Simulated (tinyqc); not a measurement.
UHF in the 3-21g basis, for H3-, spin multiplicity 1, step by step. The basis has no diffuse functions, so it cannot describe the extra electron: this is an exercise in the method, not the real anion. One step of it, computed by the program tinyqc.

Question. Iteration 2: DIIS coefficients. Solve [B -1; -1 0][c; lambda] = [0; -1] for the coefficients, which sum to one.

B (overlaps of the stored error matrices):
```
               1              2
1  5.4649042e-01  1.9260934e-01
2  1.9260934e-01  8.0288554e-02
```

Give: DIIS coefficients.

Answer.

DIIS coefficients: -0.4650  1.4650
